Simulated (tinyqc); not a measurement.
Gate work function from the charge.

Problem. For an undoped double gate, Q = 8 eps0 eps_r Vt beta tan(beta)/ts with 0 < beta < pi/2, and at the source (Vg - dphi)/(2 Vt) - ln[(2/ts) sqrt(2 eps0 eps_r Vt/(q ni))] = ln(beta) - ln(cos beta) + 2 r beta tan(beta), r = eps_r tox/(eox ts). Find beta and dphi.

Parameters, values chosen for the exercise; material values close to those of silicon:
- T = 400 K (temperature)
- eps_r = 11.7 (relative permittivity of the semiconductor)
- eox = 4.08 (relative permittivity of the gate insulator)
- tox = 3.8 nm (insulator thickness)
- ts = 6 nm (body thickness)
- Vg = 0.5 V (gate voltage)

Constants: q = 1.602176634e-19 C, kB = 1.380649e-23 J/K, Vt = kB T/q, eps0 = 8.8541878128e-14 F/cm where lengths are in cm. Results are converted to the units shown.

Qs = 33.956434 nC/cm^2
ni = 3.1744631e12 cm^-3

Answer. beta tan(beta) rises from 0 without bound on the interval, so the charge fixes beta; the second relation is then explicit in dphi.

beta = 0.2639
dphi = 0.08000 V

Program tinyqc, `OMP_NUM_THREADS=1 python tinyqc.py 2440160 2440161 out.jsonl`; Intel Xeon 2.30GHz, shared host, one thread, about 0.03 s.
